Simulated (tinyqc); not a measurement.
Switching kinetics of a ferroelectric film and the memory window of a ferroelectric gate stack. Changing the pulse length t_p. Computed by tinyqc, a small Python program. Command: `OMP_NUM_THREADS=1 python tinyqc.py 3019842 3019843 out.jsonl feswitch sweep`. One thread of a shared host (Intel(R) Xeon(R) Processor @ 2.30GHz), about 0.01 s of CPU time with the checks.

Fields in MV/cm; 1 microcoulomb/cm^2 over eps_0 is 11.29409 MV/cm. In the stack (metal, ferroelectric, interlayer, channel) the channel is taken as a conductor.

Inputs (values chosen for the exercise, for a model hafnia-based film):

| quantity | value | unit |
|---|---|---|
| saturation polarisation P_s | 19 | microcoulomb/cm^2 |
| ratio P_r/P_s | 0.83 | - |
| coercive field E_c | 1.1 | MV/cm |
| permittivity of the ferroelectric eps_F | 25 | - |
| thickness t_F | 14 | nm |
| permittivity of the interlayer eps_I | 5.5 | - |
| interlayer thickness t_I | 0.63 | nm |
| share s of P screened by trapped charge | 0.84 | - |
| pulse height V | 3.7 | V |
| time constant t_inf | 3.2e-09 | s |
| activation field E_a | 9.4 | MV/cm |
| Merz exponent alpha | 1 | - |
| dimension n | 2 | - |
| breakdown field of the interlayer | 10 | MV/cm |

Kinetics: Kolmogorov-Avrami-Ishibashi (KAI).

Method. Series stack: V = E_F t_F + E_I t_I and eps_I E_I = eps_F E_F + (1 - s) P/eps_0. Before switching P = -P_r, after it P = +P_s; in retention V = 0 and P = +P_r. Merz's law: t1 = t_inf exp[(E_a/E)^alpha] at the mean of the fields before and after switching. KAI: switched share = 1 - exp[-(t/t1)^n].

One run for each value:

| pulse length t_p (s) | switched share |
|---|---|
| 1.00e-09 | 1.7159e-05 |
| 1.00e-08 | 1.7145e-03 |
| 1.00e-07 | 1.5768e-01 |
| 1.00e-06 | 1.0000e+00 |
| 1.00e-05 | 1.0000e+00 |
| 1.00e-04 | 1.0000e+00 |
| 1.00e-03 | 1.0000e+00 |
| 1.00e-02 | 1.0000e+00 |
| 1.00e-01 | 1.0000e+00 |
| 1.00e+00 | 1.0000e+00 |

Describe the trends.

Over the rows, switched share rises from 1.72e-5 to 1.00, flat over part of the range.

Caution (all rows): the interlayer field exceeds its breakdown field, so charge injection would change the fields.
